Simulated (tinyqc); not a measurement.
# MOSFET in saturation, small-signal circuit and noise: effects of single changes

Bias by the inversion coefficient IC = I/Ispec (charge-based model with velocity saturation; weak inversion below 0.1, strong above 10). Common-source circuit: gm, gds, Cgs, Cgd and Cj at the inner nodes, Rg in series with the gate; quasi-static, no source or drain resistance, no gate-body capacitance, no substrate network, no induced gate noise, so fmax is an upper estimate.

Parameters, values chosen for the exercise:
- T = 293 K (temperature)
- L = 90 nm (gate length)
- W = 40 um (total gate width)
- Cox = 0.92 uF/cm^2 (gate capacitance)
- mu = 230 cm^2/(V s) (mobility)
- n = 1.39 (slope factor)
- Ls = 10 nm (velocity-saturation length)
- sg = 0.057 (ratio gds/gm)
- Cov = 0.21 fF/um (overlap and fringe capacitance per side)
- Cj = 0.89 fF/um (drain junction capacitance)
- Rsh = 20 ohm (sheet resistance of the gate)
- Wf = 0.5 um (finger width)
- Rc = 200 ohm um (gate contact and vertical resistance)
- IC = 3.9 (inversion coefficient)
- gw = 0.11 (short-channel excess of the noise factor)
- Nt = 1.5e17 cm^-3 eV^-1 (oxide trap density)
- lt = 0.1 nm (tunnelling length into the oxide)
- ac = 1000 V s/C (Coulomb scattering coefficient)

Constants: q = 1.602176634e-19 C, kB = 1.380649e-23 J/K, Vt = kB T/q. Results are converted to the units shown.

Each table varies one quantity; the others keep the values above.

## From weak to strong inversion

Ispec = 2 n mu Cox (W/L) Vt^2, lc = Ls/L, gms = [sqrt((lc IC + 1)^2 + 4 IC) - 1]/[2 + lc (lc IC + 1)], gm = gms Ispec/(n Vt), gds = sg gm. qs = [sqrt(1 + 4 IC) - 1]/2, Cgs = Cox W L qs (2 qs + 3)/(3 (qs + 1)^2) + Cov W, Cgd = Cov W, Cd = Cj W, Rg = Rsh (Wf/L)/(12 Nf) + Rc/W with Nf = W/Wf fingers (not rounded) contacted at both ends. fT = gm/(2 pi (Cgs + Cgd)), fmax = fT/(2 sqrt(Rg (gds + 2 pi fT Cgd))). The last column is the figure of merit (gm/I) fT.

Result of one run:
```
IC	I (uA)	gm/I (1/V)	fT (GHz)	fmax (GHz)	(gm/I) fT (THz/V)
1	166.7	17.28	16.47	113.2	0.2846
```

What becomes of these results when the inversion coefficient IC is changed from 1 to 3, all else the same?

Result of the changed run:
```
IC	I (uA)	gm/I (1/V)	fT (GHz)	fmax (GHz)	(gm/I) fT (THz/V)
3	500.0	11.99	29.81	150.6	0.3575
```

The whole series:
```
IC	I (uA)	gm/I (1/V)	fT (GHz)	fmax (GHz)	(gm/I) fT (THz/V)
0.01	1.667	28.20	0.4368	19.04	0.01232
0.03	5.000	27.64	1.241	32.02	0.03430
0.1	16.67	25.98	3.534	53.76	0.09183
0.3	50.00	22.72	7.921	79.69	0.1800
1	166.7	17.28	16.47	113.2	0.2846
3	500.0	11.99	29.81	150.6	0.3575
10	1667	7.227	54.63	202.1	0.3948
30	5000	4.126	89.39	257.4	0.3688
100	1.667e4	1.906	134.0	314.3	0.2554
```

The efficiency gm/I falls from 28.2 to 1.91 1/V while fT rises from 0.437 to 134 GHz; fT goes as IC^(0.95) at the start and IC^(0.34) at the end (1/2 for a long channel, 0 at full velocity saturation, which sets in near IC = 1/lc^2 = 81.0). Their product goes from 0.0123 through a maximum of 0.395 (at IC = 10 among the rows listed) to 0.255 THz/V. For IC = 0.01 to 3 fmax exceeds 4 fT, where channel resistance and substrate losses, left out here, would cap it.

## Effect of the gate length on speed and noise

Channel noise Sid = 4 kB T gam n gm with gam = (1/2 + (2/3) qs)/(1 + qs) + gw lc IC, qs = [sqrt(1 + 4 IC) - 1]/2, lc = Ls/L (the last term an empirical rise with velocity saturation); at the gate, white noise Sw = Sid/gm^2 + 4 kB T Rg. Number fluctuation with correlated mobility: S(f) = K/f, K = q^2 Vt lt Nt/(W L Cox^2) (1 + ac mu Cox I/gm)^2, Vt in eV with Nt per eV. Corner fc = K/Sw. IC is held fixed, and so is sg.

Results:
```
L (nm)	I (uA)	Rg (ohm)	fT (GHz)	fmax (GHz)	sqrt(Sw) (nV/Hz^0.5)	fc (MHz)
20	2925.1	5.5208	188.93	377.39	0.92102	178.04
32	1828.2	5.3255	123.87	309.17	1.0151	90.969
50	1170.0	5.2083	74.883	240.81	1.1670	43.915
130	450.01	5.0801	19.707	120.24	1.7222	7.7366
200	292.51	5.0521	9.8552	82.564	2.0970	3.3908
320	182.82	5.0326	4.3999	52.538	2.6192	1.3582
500	117.00	5.0208	1.9688	32.884	3.2496	0.56463
```

Estimate the missing row, L = 79 nm.

Computed row:
```
L (nm)	I (uA)	Rg (ohm)	fT (GHz)	fmax (GHz)	sqrt(Sw) (nV/Hz^0.5)	fc (MHz)
79	740.52	5.1319	41.082	177.07	1.3905	19.547
```

With this row back in the table: As L goes from 20 to 500 nm, fT falls from 189 to 1.97 GHz, fmax falls from 377 to 32.9 GHz, the white noise rises from 0.921 to 3.25 nV/Hz^0.5 and the corner falls from 178 to 0.565 MHz. fT goes as L^(-0.90) between the first two rows and L^(-1.80) between the last two; with no overlap and no velocity saturation it would go as 1/L^2. For L = 79 to 500 nm fmax exceeds 4 fT, where channel resistance and substrate losses, left out here, would cap it.

tinyqc, about 0.01 s, one thread, Intel Xeon 2.30GHz (shared host): `OMP_NUM_THREADS=1 python tinyqc.py 2150133 2150134 out.jsonl`
